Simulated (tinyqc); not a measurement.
Inside a calculation. Method: Luttinger-Kohn k.p, four valence bands. Computed by tinyqc, a small Python program that keeps every step. Settings: g1 = 11.52, g2 = 1.86, g3 = 2.83. Command: `OMP_NUM_THREADS=1 python tinyqc.py 31283 31284 out.jsonl` (the two numbers bound the seeds that draw the settings). One thread of a shared host (Intel(R) Xeon(R) Processor @ 2.60GHz), about 0.01 s of CPU time with the checks.

## Bloch Hamiltonian at k

Luttinger parameters chosen for this model; energies are counted downward from the top of the valence band:
```
parameter      value  unit
g1         11.520000
g2          1.860000
g3          2.830000
```

k point k (1/angstrom): 0.0360  0.0120  -0.0470

P = c g1 k^2, Q = c g2 (kx^2 + ky^2 - 2 kz^2), R = c sqrt3 [-g2 (kx^2 - ky^2) + 2i g3 kx ky], S = 2 c sqrt3 g3 (kx - i ky) kz, c = hbar^2/2m = 3.809982 eV angstrom^2; rows [P+Q, -S, R, 0], [-S*, P-Q, 0, R], [R*, 0, P-Q, S], [0, R*, S*, P+Q]. The path ends lie at |k| = 0.06 1/angstrom.

H(k) at k (eV), lower triangle (Hermitian):
```
                  3/2              1/2             -1/2    -3/2
3/2            0.1391
1/2    0.0632+0.0211i           0.1813
-1/2  -0.0141-0.0161i           0.0000           0.1813
-3/2           0.0000  -0.0141-0.0161i  -0.0632-0.0211i  0.1391
```

## Levels at k

Diagonalise the Hermitian matrix.

eigenvalues (eV): 0.0871  0.0871  0.2333  0.2333

## Bands along a path

The same steps at evenly spaced points between the labelled ones.

Bands along the path (eV):
```
k             band 1  band 2  band 3  band 4
[111]         0.0804  0.0804  0.2356  0.2356
[111]-G 0.33  0.0357  0.0357  0.1047  0.1047
[111]-G 0.67  0.0089  0.0089  0.0262  0.0262
G             0.0000  0.0000  0.0000  0.0000
G-[100] 0.33  0.0119  0.0119  0.0232  0.0232
G-[100] 0.67  0.0475  0.0475  0.0929  0.0929
[100]         0.1070  0.1070  0.2090  0.2090
```

## Hole masses

E = c [g1 k^2 -/+ 2 sqrt(g2^2 k^4 + 3 (g3^2 - g2^2)(kx^2 ky^2 + ky^2 kz^2 + kz^2 kx^2))] with c = hbar^2/2m, and m* = hbar^2 k^2 / (2 E).

Masses (electron masses):
```
direction   heavy   light
[100]      0.1282  0.0656
[110]      0.1593  0.0597
[111]      0.1706  0.0582
```
